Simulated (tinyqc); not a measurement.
# Long-channel MOSFET, surface-potential model: what changes with what

n-channel transistor on a uniformly doped p-type body, gradual-channel approximation, constant mobility, Boltzmann statistics, full ionisation. Potentials are counted from the neutral body; V is the electron quasi-Fermi potential, Vsb at the source and Vsb + Vds at the drain. Charges are magnitudes per area.

Values chosen for this exercise; material values close to those of germanium:
- T = 300 K (temperature)
- Eg = 0.67 eV (band gap)
- eps_r = 15.9 (relative permittivity of the semiconductor)
- Nc = 1.06e19 cm^-3 (conduction-band density of states at T)
- Nv = 5.93e18 cm^-3 (valence-band density of states at T)
- Na = 6.4e17 cm^-3 (acceptor density of the body)
- eox = 24.3 (relative permittivity of the gate insulator)
- tox = 110 nm (insulator thickness)
- Vfb = -0.29 V (flat-band voltage)
- mu = 240 cm^2/(V s) (channel mobility)
- W = 1 um (gate width)
- L = 2 um (gate length)
- Vsb = 1 V (source-body reverse bias)
- Vgs = 4.82 V (gate-source voltage)
- Vds = 0.2 V (drain-source voltage)

Constants: q = 1.602176634e-19 C, kB = 1.380649e-23 J/K, Vt = kB T/q, eps0 = 8.8541878128e-14 F/cm where lengths are in cm. Results are converted to the units shown.

Each table varies one quantity; the others keep the values above.

## Effect of the source-body reverse bias

ni = sqrt(Nc Nv) exp(-Eg/(2 Vt)), Eg in volts; phiF = Vt ln(Na/ni); Cox = eps0 eox/tox; gamma = sqrt(2 q eps0 eps_r Na)/Cox. The surface potential psi at channel potential V solves Vgs + Vsb - Vfb - psi = gamma sqrt(G), G = psi - Vt + Vt exp((psi - 2 phiF - V)/Vt). Charge sheet: Qi = Cox gamma [sqrt(G) - sqrt(psi - Vt)]; I = mu (W/L) [integral of Qi dpsi from psi_0 to psi_L (drift) + Vt (Qi0 - QiL) (diffusion)], with psi_0 at V = Vsb and psi_L at V = Vsb + Vds. VT = Vfb + 2 phiF + gamma sqrt(2 phiF + Vsb), m = 1 + gamma/(2 sqrt(2 phiF + Vsb)). The swing is 20 mV/log10[I(VT - 0.14 V)/I(VT - 0.16 V)] of the charge-sheet current at the given Vds.

The same in every row: gamma (V^0.5) = 2.747.

Effect of the source-body reverse bias:
```
Vsb (V)	VT (V)	m	swing (mV/decade)	I at Vgs, Vds (uA)
0	2.268	2.869	196.5	9.531
0.5	3.051	2.347	150.7	6.300
1	3.659	2.107	132.0	3.733
1.5	4.173	1.962	121.3	1.611
2	4.628	1.862	114.2	0.1831
2.5	5.039	1.788	109.1	1.742e-4
```

As Vsb goes from 0 to 2.5 V, VT rises from 2.27 to 5.04 V, the swing falls from 196 to 109 mV a decade and the current falls from 9.53 to 1.74e-4 uA. The swing is 15 % above m Vt ln 10 in the first row and 2.5 % above it in the last. The gate voltage is below VT in 1 of the 6 rows. For Vsb = 0 to 2 V the surface electron density at the source passes 0.3 Nc, where degeneracy and quantisation, left out here, matter.

## Effect of the insulator thickness

Same model as above.

Effect of the insulator thickness:
```
tox (nm)	gamma (V^0.5)	VT (V)	m	swing (mV/decade)	I at Vgs, Vds (uA)
37	0.9240	1.397	1.372	83.67	42.63
49	1.224	1.768	1.493	91.34	28.25
67	1.673	2.326	1.674	103.0	16.32
90	2.248	3.039	1.906	118.3	8.053
120	2.997	3.969	2.207	139.0	2.165
160	3.996	5.208	2.610	168.0	1.185e-4
```

Read the table: what changes, and by how much?

As tox goes from 37 to 160 nm, VT rises from 1.40 to 5.21 V, the swing rises from 83.7 to 168 mV a decade and the current falls from 42.6 to 1.19e-4 uA. The swing is 2.4 % above m Vt ln 10 in the first row and 8.1 % above it in the last. The gate voltage is below VT in 1 of the 6 rows. For tox = 37 to 120 nm the surface electron density at the source passes 0.3 Nc, where degeneracy and quantisation, left out here, matter.

Program tinyqc, `OMP_NUM_THREADS=1 python tinyqc.py 2360096 2360097 out.jsonl`; Intel Xeon 2.30GHz, shared host, one thread, about 0.03 s.
